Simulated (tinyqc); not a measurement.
Worked calculation: empirical pseudopotential in a few plane waves. One step of it, computed by the program tinyqc.

Task: Bloch Hamiltonian at k. Basis: the 15 shortest G (labels in 2 pi/a), the same at every k. H(G,G') = c |k + G|^2 delta + VS(|G-G'|^2) cos((G-G').tau) + i VA sin((G-G').tau), tau = a/8 (1,1,1); 1 Ry = 13.605693 eV.

Parameters chosen for this model: fcc lattice, atoms at +/- a/8 (1,1,1); form factors in rydberg at |G|^2 in units of (2 pi/a)^2:
```
parameter                 value      unit
a                      6.100000  angstrom
VS(3)                 -0.192000        Ry
VS(8)                  0.051000        Ry
VS(11)                 0.074000        Ry
VA(3)                  0.146000        Ry
VA(4)                  0.075000        Ry
VA(11)                 0.013000        Ry
hbar^2/2m (2 pi/a)^2   4.042248        eV
```

k point k (2 pi / a): 0.080000  -0.570000  -0.530000

Give: H(k) at k.

Result:

H(k) at k (eV):
```
                 +0+0+0           -1-1-1           -1-1+1           -1+1-1
+0+0+0           2.4747   1.8472+1.4046i  -1.8472+1.4046i  -1.8472+1.4046i
-1-1-1   1.8472-1.4046i          22.8476   0.0000-1.0204i   0.0000-1.0204i
-1-1+1  -1.8472-1.4046i   0.0000+1.0204i          14.2780           0.6939
-1+1-1  -1.8472-1.4046i   0.0000+1.0204i           0.6939          13.6313
-1+1+1  -1.8472+1.4046i          -0.6939   0.0000+1.0204i   0.0000+1.0204i
+1-1-1  -1.8472-1.4046i   0.0000+1.0204i           0.6939           0.6939
+1-1+1  -1.8472+1.4046i          -0.6939   0.0000+1.0204i           0.0000
+1+1-1  -1.8472+1.4046i          -0.6939           0.0000   0.0000+1.0204i
+1+1+1   1.8472+1.4046i           0.0000          -0.6939          -0.6939
-2+0+0   0.0000-1.0204i  -1.8472+1.4046i  -1.8472-1.4046i  -1.8472-1.4046i
+0-2+0   0.0000-1.0204i  -1.8472+1.4046i  -1.8472-1.4046i   0.7119-0.1251i
+0+0-2   0.0000-1.0204i  -1.8472+1.4046i   0.7119-0.1251i  -1.8472-1.4046i
+0+0+2   0.0000+1.0204i  -0.7119-0.1251i   1.8472+1.4046i  -0.7119+0.1251i
+0+2+0   0.0000+1.0204i  -0.7119-0.1251i  -0.7119+0.1251i   1.8472+1.4046i
+2+0+0   0.0000+1.0204i  -0.7119-0.1251i  -0.7119+0.1251i  -0.7119+0.1251i

                 -1+1+1           +1-1-1           +1-1+1           +1+1-1
+0+0+0  -1.8472-1.4046i  -1.8472+1.4046i  -1.8472-1.4046i  -1.8472-1.4046i
-1-1-1          -0.6939   0.0000-1.0204i          -0.6939          -0.6939
-1-1+1   0.0000-1.0204i           0.6939   0.0000-1.0204i           0.0000
-1+1-1   0.0000-1.0204i           0.6939           0.0000   0.0000-1.0204i
-1+1+1           5.0617           0.0000           0.6939           0.6939
+1-1-1           0.0000          24.1411   0.0000-1.0204i   0.0000-1.0204i
+1-1+1           0.6939   0.0000+1.0204i          15.5715           0.6939
+1+1-1           0.6939   0.0000+1.0204i           0.6939          14.9248
+1+1+1   0.0000+1.0204i          -0.6939   0.0000+1.0204i   0.0000+1.0204i
-2+0+0   1.8472-1.4046i   0.7119-0.1251i  -0.7119-0.1251i  -0.7119-0.1251i
+0-2+0  -0.7119-0.1251i  -1.8472-1.4046i   1.8472-1.4046i  -0.7119-0.1251i
+0+0-2  -0.7119-0.1251i  -1.8472-1.4046i  -0.7119-0.1251i   1.8472-1.4046i
+0+0+2  -1.8472+1.4046i  -0.7119+0.1251i  -1.8472+1.4046i   0.7119+0.1251i
+0+2+0  -1.8472+1.4046i  -0.7119+0.1251i   0.7119+0.1251i  -1.8472+1.4046i
+2+0+0   0.7119+0.1251i   1.8472+1.4046i  -1.8472+1.4046i  -1.8472+1.4046i

                 +1+1+1           -2+0+0           +0-2+0           +0+0-2
+0+0+0   1.8472-1.4046i   0.0000+1.0204i   0.0000+1.0204i   0.0000+1.0204i
-1-1-1           0.0000  -1.8472-1.4046i  -1.8472-1.4046i  -1.8472-1.4046i
-1-1+1          -0.6939  -1.8472+1.4046i  -1.8472+1.4046i   0.7119+0.1251i
-1+1-1          -0.6939  -1.8472+1.4046i   0.7119+0.1251i  -1.8472+1.4046i
-1+1+1   0.0000-1.0204i   1.8472+1.4046i  -0.7119+0.1251i  -0.7119+0.1251i
+1-1-1          -0.6939   0.7119+0.1251i  -1.8472+1.4046i  -1.8472+1.4046i
+1-1+1   0.0000-1.0204i  -0.7119+0.1251i   1.8472+1.4046i  -0.7119+0.1251i
+1+1-1   0.0000-1.0204i  -0.7119+0.1251i  -0.7119+0.1251i   1.8472+1.4046i
+1+1+1           6.3552  -0.7119-0.1251i  -0.7119-0.1251i  -0.7119-0.1251i
-2+0+0  -0.7119+0.1251i          17.3501           0.6939           0.6939
+0-2+0  -0.7119+0.1251i           0.6939          27.8600           0.6939
+0+0-2  -0.7119+0.1251i           0.6939           0.6939          27.2132
+0+0+2  -1.8472-1.4046i          -0.6939          -0.6939           0.0000
+0+2+0  -1.8472-1.4046i          -0.6939           0.0000          -0.6939
+2+0+0  -1.8472-1.4046i           0.0000          -0.6939          -0.6939

                 +0+0+2           +0+2+0           +2+0+0
+0+0+0   0.0000-1.0204i   0.0000-1.0204i   0.0000-1.0204i
-1-1-1  -0.7119+0.1251i  -0.7119+0.1251i  -0.7119+0.1251i
-1-1+1   1.8472-1.4046i  -0.7119-0.1251i  -0.7119-0.1251i
-1+1-1  -0.7119-0.1251i   1.8472-1.4046i  -0.7119-0.1251i
-1+1+1  -1.8472-1.4046i  -1.8472-1.4046i   0.7119-0.1251i
+1-1-1  -0.7119-0.1251i  -0.7119-0.1251i   1.8472-1.4046i
+1-1+1  -1.8472-1.4046i   0.7119-0.1251i  -1.8472-1.4046i
+1+1-1   0.7119-0.1251i  -1.8472-1.4046i  -1.8472-1.4046i
+1+1+1  -1.8472+1.4046i  -1.8472+1.4046i  -1.8472+1.4046i
-2+0+0          -0.6939          -0.6939           0.0000
+0-2+0          -0.6939           0.0000          -0.6939
+0+0-2           0.0000          -0.6939          -0.6939
+0+0+2          10.0741           0.6939           0.6939
+0+2+0           0.6939           9.4273           0.6939
+2+0+0           0.6939           0.6939          19.9372
```
